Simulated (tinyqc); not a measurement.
The methods across T_c: square-lattice Ising model by mean field, Bethe lattice, transfer matrix, exact enumeration and Monte Carlo steps. Computed by tinyqc, a small Python program. Command: `OMP_NUM_THREADS=1 python tinyqc.py 3016927 3016928 out.jsonl ising walk`. One thread of a shared host (Intel(R) Xeon(R) Processor @ 2.30GHz), about 0.01 s of CPU time with the checks.

H = -J sum over nearest pairs s_i s_j, s = +-1, no field, periodic boundaries; energies per site are in J. As a lattice gas or an alloy, s marks which species holds the site.

Inputs (values chosen for the exercise, for a model lattice): coupling J = 26.8 meV; factor on the grid 1.5, 1.85, 2.1, 2.45, 2.65, 3.1, 3.6, 4.4 of k_B T/J = 1.04.

Enumerated cell: 3 x 4.

Constants: k_B = 8.617333262e-05 eV/K.

Method:
- K = J/(k_B T). Mean field: m = tanh(4 K m), u = -2 m^2. Bethe: cavity field h = 3 artanh(tanh K tanh h), m = tanh(4h/3), u = -2 (tanh K + tanh^2 h)/(1 + tanh K tanh^2 h). Exact: m = [1 - sinh(2K)^(-4)]^(1/8) below T_c; u = -coth(2K) [1 + (2/pi)(2 tanh^2(2K) - 1) K1(k)], k = 2 sinh(2K)/cosh^2(2K), K1 the complete elliptic integral of the first kind. The largest root is taken.
- Weights count x exp(-K E); N = 12; u = <E>/N, c = K^2 (<E^2> - <E>^2)/N in k_B, Binder U = 1 - <M^4>/(3 <M^2>^2).
- The grid values of k_B T/J times the given factor are rounded to 3 figures before use.

States of the 3 x 4 cell:
```
E (J)  |M|  count
-24     12      2
-16     10     24
-12      0      4
-12      6      8
-12      8     48
-8       2     48
-8       4     78
-8       6    120
-8       8     84
-4       0    168
-4       2    264
-4       4    264
-4       6    216
0        0    254
0        2    552
0        4    444
0        6     96
4        0    348
4        2    552
4        4    168
8        0    120
8        2    120
8        4     36
12       0     24
12       2     48
16       0      6
```

Order and energy:
```
k_B T/J   T (K)  m mean field  m Bethe  m exact  <|m|> cell  u Bethe  u exact   u cell   U cell
1.56      485.2       0.98744  0.98330  0.98265     0.98029  -1.9393  -1.9382  -1.9348  0.66163
1.92      597.1       0.96472  0.94342  0.93372     0.93227  -1.8113  -1.7980  -1.7976  0.64645
2.18      678.0       0.93799  0.88319  0.80844     0.87266  -1.6436  -1.5734  -1.6405  0.62426
2.55      793.1       0.88160  0.69987  0.00000     0.76636  -1.2481  -1.0652  -1.3762  0.57548
2.76      858.4       0.83804  0.46569  0.00000     0.70569  -0.9142  -0.9293  -1.2305  0.54137
3.22     1001.4       0.70312  0.00000  0.00000     0.59300  -0.6019  -0.7387  -0.9658  0.46224
3.74     1163.1       0.42998  0.00000  0.00000     0.50426  -0.5224  -0.6060  -0.7597  0.38160
4.58     1424.4       0.00000  0.00000  0.00000     0.41966  -0.4299  -0.4739  -0.5605  0.28727
```

What does the comparison show, and why?

At k_B T/J = 1.56 all values of m agree within 0.008. At 2.55 the exact m is 0 while Bethe gives 0.70, mean field 0.88 and the cell 0.77: neglect of fluctuations raises T_c, and a finite cell rounds the transition. U falls from 0.662 (2/3 when ordered) to 0.287 (0 for a large disordered system).
